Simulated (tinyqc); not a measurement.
Raman shift of the zone-centre optical phonon of a diamond-structure crystal under stress. Changing the stress sigma (tension positive). Computed by tinyqc, a small Python program. Command: `OMP_NUM_THREADS=1 python tinyqc.py 3001230 3001231 out.jsonl ramanstress sweep`. One thread of a shared host (Intel(R) Xeon(R) Processor @ 2.30GHz), about 0.01 s of CPU time with the checks.

Axes x, y, z are the cube axes. Strain shifts the threefold optical mode and can split it; p, q and r are the phonon deformation potentials.

Inputs (values chosen for the exercise, modelled on silicon): unstrained frequency omega_0 = 520.5 1/cm; p/omega_0^2 = -1.92; q/omega_0^2 = -2.42; r/omega_0^2 = -0.677; C11 = 165.7 GPa; C12 = 64.7 GPa; C44 = 78.82 GPa; polarisation angle phi = 20 degree; temperature coefficient d omega/dT = -0.021 1/(cm K); local temperature T = 360 K; laser wavelength = 632.8 nm.

Stress state: biaxial. Axis: [001].

Constants: h = 6.62607015e-34 J s; c = 299792458 m/s; k_B = 1.380649e-23 J/K.

Method:
- S11 = (C11 + C12)/D, S12 = -C12/D, D = (C11 - C12)(C11 + 2 C12), S44 = 1/C44.
- Equal biaxial stress in the plane normal to the axis (unit vector n): sigma_ij = sigma (delta_ij - n_i n_j).
- eps_xx = S11 sigma_xx + S12 (sigma_yy + sigma_zz), and cyclic; eps_xy = S44 sigma_xy/2 (tensor strain).
- Secular matrix: M_xx = p eps_xx + q (eps_yy + eps_zz), M_xy = 2 r eps_xy; its eigenvalues are omega^2 - omega_0^2, and the shifts are these over 2 omega_0.
- gamma = -(p + 2q)/(6 omega_0^2); the mean of the three shifts is -gamma omega_0 x (volume strain).
- Backscattering from a (001) surface: incident polarisation (cos phi, sin phi, 0). With Raman tensors (R_z)_xy = (R_z)_yx = 1 and cyclic, only the z component u_z of a mode counts: I = u_z^2 sin^2(2 phi) for parallel and u_z^2 cos^2(2 phi) for crossed polarisers. An unresolved line sits at the intensity-weighted shift, which is M_zz/(2 omega_0).
- A temperature above 300 K shifts the line by (d omega/dT)(T - 300 K); divided by the shift per stress it poses as a stress; the total shift adds it to the shift of the observed line. The anti-Stokes to Stokes ratio is [(omega_L + omega_0)/(omega_L - omega_0)]^3 exp(-h c omega_0/(k_B T)) in photon counts, omega_L = 1/wavelength, resonance effects left out.

One run for each value; columns: (1) stress sigma (tension positive) (GPa); (2) shift of the observed line (1/cm); (3) mean shift (1/cm); (4) volume strain (per mille); (5) total shift (1/cm):
```
(1)        (2)      (3)      (4)      (5)
-2.40   11.600   9.5387  -16.266   10.340
-1.70    8.217   6.7566  -11.522    6.957
-1.00    4.833   3.9744   -6.777    3.573
-0.34    1.643   1.3513   -2.304    0.383
0.34    -1.643  -1.3513    2.304   -2.903
1.00    -4.833  -3.9744    6.777   -6.093
1.70    -8.217  -6.7566   11.522   -9.477
2.40   -11.600  -9.5387   16.266  -12.860
```

Over the rows, shift of the observed line (1/cm) falls from 11.6 to -11.6; mean shift (1/cm) falls from 9.54 to -9.54; volume strain (per mille) rises from -16.3 to 16.3. All stress shifts are linear and odd in sigma; the total is offset by the thermal shift, -1.26 per cm, and passes zero between sigma = -0.34 and 0.34 GPa, where stress and heating cancel.

Caution (rows -2.40, 2.40): strains above about 1 % call for terms beyond linear order.

Extremes, crossings and ranges named in words are read from the listed rows.
